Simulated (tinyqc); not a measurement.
# Velocity overshoot from momentum and energy balance equations after a field step, step by step

A worked calculation. Computed by tinyqc, a small Python program that keeps every step. Command: `OMP_NUM_THREADS=1 python tinyqc.py 3003468 3003469 out.jsonl overshoot walk`. One thread of a shared host (Intel(R) Xeon(R) Processor @ 2.30GHz), about 0.01 s of CPU time with the checks. Intermediate numbers are printed to about 7 digits and carried at full precision; extremes and crossings named in words are read from the listed rows.

At t = 0 the field jumps from 0 to F in a uniform sample. v is the drift velocity and u = w - (3/2) k_B T the excess energy per carrier.

Inputs (values chosen for the exercise, modelled on electrons in germanium except for tau_E):
```
quantity,value,unit
effective mass m,0.13,m_0
low-field mobility mu_0,3700,cm^2/(V s)
saturation velocity v_s,0.67,1e7 cm/s
energy relaxation time tau_E,0.67,ps
field after the step F,4.3,kV/cm
lattice temperature T,300,K
time step dt,6.7,fs
```

Scheme: explicit Euler.

Constants: m_0 = 9.1093837015e-31 kg; e = 1.602176634e-19 C; k_B = 8.617333262e-05 eV/K.

## Constants and steady state

dv/dt = e F/m - v/tau_m(u), du/dt = e F v - u/tau_E, tau_m(u) = tau_0/(1 + c u), tau_0 = m mu_0/e, c = mu_0/(e tau_E v_s^2); this choice gives the steady state v (1 + mu_0 F v/v_s^2) = mu_0 F, which saturates at v_s. Steady velocity v = 2 mu_0 F/(1 + sqrt(1 + 4 (mu_0 F/v_s)^2)); u = e F v tau_E; carrier temperature T + 2u/(3 k_B), neglecting the drift energy m v^2/2.

tau_0 = 273.4788 fs

c = 123.0205 1/eV

acceleration e F/m = 0.005817635 1e7 cm/s per fs

steady velocity = 0.5436164 1e7 cm/s

steady excess energy = 0.01566159 eV

steady carrier temperature = 421.1635 K

tau_E/tau_0 = 2.45, and in the steady state tau_m has shrunk to 93.4 fs.

## First four steps

dv/dt = e F/m - v/tau_m(u), du/dt = e F v - u/tau_E, tau_m(u) = tau_0/(1 + c u), tau_0 = m mu_0/e, c = mu_0/(e tau_E v_s^2); this choice gives the steady state v (1 + mu_0 F v/v_s^2) = mu_0 F, which saturates at v_s. Step: v_new = v + dt (e F/m - v/tau_m(u)), u_new = u + dt (e F v - u/tau_E). Start v = u = 0; the distance adds dt (v + v_new)/2.

Steps:
```
step,t (fs),v (1e7 cm/s),u (eV),tau_m (fs)
1,6.7,0.0389782,0,273.4788
2,13.4,0.0770014,1.122961e-05,273.1015
3,20.1,0.1140905,3.330141e-05,272.3630
4,26.8,0.1502621,6.583786e-05,271.2816
```

After the first step u is still 0, below the drift energy m v^2/2, because the explicit scheme uses the old v: an error of the finite time step.

## The whole transient

Run to 8 times the larger of tau_E and tau_0, but at most 20001 steps, and stop early if |v| > 1000 v_s or u < -1/(2c); the run is accepted if the last v is within 0.5 % of the steady value.

Selected steps, the peak among them:
```
step,t (fs),v (1e7 cm/s),u (eV),distance (nm)
1,6.700000e+00,0.0389782,0,1.305768e-02
2,1.340000e+01,0.0770014,1.122961e-05,5.191083e-02
4,2.680000e+01,0.1502621,6.583786e-05,2.044847e-01
7,4.690000e+01,0.2533855,2.225814e-04,6.113450e-01
13,8.710000e+01,0.4357508,7.707287e-04,2.006866e+00
21,1.407000e+02,0.6287332,1.882473e-03,4.885265e+00
36,2.412000e+02,0.8344100,4.617981e-03,1.240319e+01
47,3.149000e+02,0.8727260,6.723941e-03,1.874197e+01
61,4.087000e+02,0.8372787,9.097767e-03,2.681143e+01
102,6.834000e+02,0.6539262,1.317291e-02,4.710816e+01
171,1.145700e+03,0.5631288,1.508802e-02,7.458317e+01
286,1.916200e+03,0.5455360,1.560026e-02,1.170397e+02
478,3.202600e+03,0.5436647,1.566004e-02,1.870356e+02
801,5.366700e+03,0.5436165,1.566159e-02,3.046814e+02
```

peak velocity = 0.8727260 1e7 cm/s

time of the peak = 314.9 fs

distance at the peak = 18.74197 nm

last relative deviation from the steady velocity = 1.838409e-07

peak over steady velocity = 1.605408

The velocity overshoots to 1.61 times its steady value: momentum follows the field within tau_m while the energy, and with it the scattering rate, builds up over tau_E. A channel shorter than a few times 19 nm would see this.

## Error of the time step

The peak velocity is recomputed with dt/2 and dt/4 and by an adaptive Runge-Kutta method (tolerance 1e-9).

Peak velocity:
```
step,v_peak (1e7 cm/s),error (%)
dt,0.8727260,1.081496
dt/2,0.8680036,0.534535
dt/4,0.8656794,0.265335
adaptive,0.8633885,0.000000
```

The explicit scheme puts the peak 1.08 % too high; halving dt divides the error by 2.02, as a first-order method should.

Checks made by the program: peak at dt/4 against the adaptive solution (relative difference 3e-03).
